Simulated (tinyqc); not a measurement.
The basis set: RHF and MP2 along a ladder of basis sets, for H4, spin multiplicity 1. Computed by the program tinyqc with PySCF. 

Geometry (angstrom):

| atom | x | y | z |
|---|---|---|---|
| H | 0.0000 | 0.0000 | 0.0000 |
| H | 0.0000 | 0.0000 | 0.8150 |
| H | 0.0000 | 0.0000 | 1.7730 |
| H | 0.0000 | 0.0000 | 2.5880 |

Same geometry throughout; the dipole is taken about the origin.

RHF and frozen-core MP2 in a ladder of bases:

| basis | functions | E(RHF) (hartree) | E(MP2 corr) (hartree) | HOMO (eV) | LUMO (eV) | dipole (debye) |
|---|---|---|---|---|---|---|
| sto-3g | 4 | -2.161188 | -0.030584 | -11.9625 | 11.6582 | 0.0000 |
| 3-21g | 8 | -2.192258 | -0.037989 | -12.7330 | 5.5333 | 0.0000 |
| 6-31g | 8 | -2.198723 | -0.038283 | -12.8296 | 5.1019 | 0.0000 |
| 6-31g** | 20 | -2.205300 | -0.058878 | -12.8391 | 5.1117 | 0.0000 |
| cc-pvdz | 20 | -2.201700 | -0.060764 | -12.7955 | 4.4546 | 0.0000 |
| aug-cc-pvdz | 36 | -2.202153 | -0.063663 | -12.8208 | 1.3084 | 0.0000 |
| cc-pvtz | 56 | -2.208656 | -0.071875 | -12.8491 | 3.8539 | 0.0000 |

From cc-pVDZ to cc-pVTZ the RHF energy falls by 7.0 mhartree and the correlation energy by 11.1. If valence correlation converges as X^-3, (27 E(T) - 8 E(D))/19 gives -0.0766 hartree, a rough estimate from such small X that usually falls short; STO-3G holds about 40 % of it. Beyond STO-3G the LUMO moves by 4.2 eV and the HOMO by 0.1 eV; diffuse functions lower the positive LUMO sharply, since an unbound virtual level tracks the most diffuse function.
